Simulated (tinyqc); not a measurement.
Inside a calculation: band folding and unfolding in a supercell of a chain. Values are carried at full precision from step to step, so a last printed digit may differ when a step is redone from the rounded ones.

A chain with hopping -t and n = 5 sites a supercell. H(K) has v_j on the diagonal, -t between neighbours and -t exp(2 pi i K) on the bond that closes the cell (from the last site to the first of the next cell). The point K holds the n wave vectors k_m = (K + m)/n of the primitive zone, in 2 pi/a, m = 0 to n - 1, with E0 = -2t cos(2 pi k_m). The unfolding weight of a state c on k_m is |sum_j c_j exp(-2 pi i k_m j)|^2/n, j = 0 to n - 1.

Parameters, chosen for this exercise:
- t = 1.02 eV (hopping)
- v = (0.77, 0.77, 0.77, 0.77, -0.77) eV (site energies in the supercell)
- Kq = 0.17 2 pi/(n a) (wave vector in the small zone)

## Folded levels and Fourier components

List k_m and E0; V_q = (1/n) sum_j v_j exp(-2 pi i q j/n) couples k_m to k_(m+q).

Folded band:
```
m  k_m (2 pi/a)  E0 (eV)
0        0.0340  -1.9936
1        0.2340  -0.2047
2        0.4340   1.8671
3        0.6340   1.3587
4        0.8340  -1.0274
```

V_0, V_1, ... (eV): 0.4620  -0.0952-0.2929i  0.2492-0.1810i

## Supercell Hamiltonian

Fill in H(K).

H (eV), lower triangle (Hermitian):
```
                 1        2        3        4        5
1           0.7700
2          -1.0200   0.7700
3                0  -1.0200   0.7700
4                0        0  -1.0200   0.7700
5  -0.4914-0.8938i        0        0  -1.0200  -0.7700
```

## Levels and unfolding weights

Diagonalise and project each state on the k_m.

levels (eV): -1.8107  -0.5689  0.3453  1.8478  2.4965

weights:
```
     level 1  level 2  level 3  level 4  level 5
m=0    0.804    0.171    0.017    0.007    0.001
m=1    0.049    0.057    0.849    0.040    0.005
m=2    0.014    0.007    0.008    0.105    0.866
m=3    0.018    0.010    0.013    0.833    0.126
m=4    0.115    0.755    0.113    0.015    0.002
```

The purest state keeps 86.6 % on one k and the most mixed (level 2) 75.5 %; rows and columns each add to one.

## Moments of the spectral function

For each k_m: mean sum_i W E_i and variance sum_i W E_i^2 less the mean squared. The mean must be E0 plus the average of v, and the variance that of v.

Moments:
```
m  mean (eV)  variance (eV^2)
0     -1.532            0.379
1      0.257            0.379
2      2.329            0.379
3      1.821            0.379
4     -0.565            0.379
```

The average of v is 0.4620 eV and its variance 0.3795 eV^2: the virtual crystal gives the mean, and the variance is the spread of weight over several levels that it leaves out.

## Checks

- Variance of the spectral function against the variance of v: they agree to 1e-10 or better.
- Levels for v = 0 against the folded band: they agree to 1e-10 or better.

(tinyqc, `OMP_NUM_THREADS=1 python tinyqc.py 1482726 1482727 out.jsonl`, Intel(R) Xeon(R) Processor @ 2.30GHz, 1 thread, shared host, about 0.01 s.)
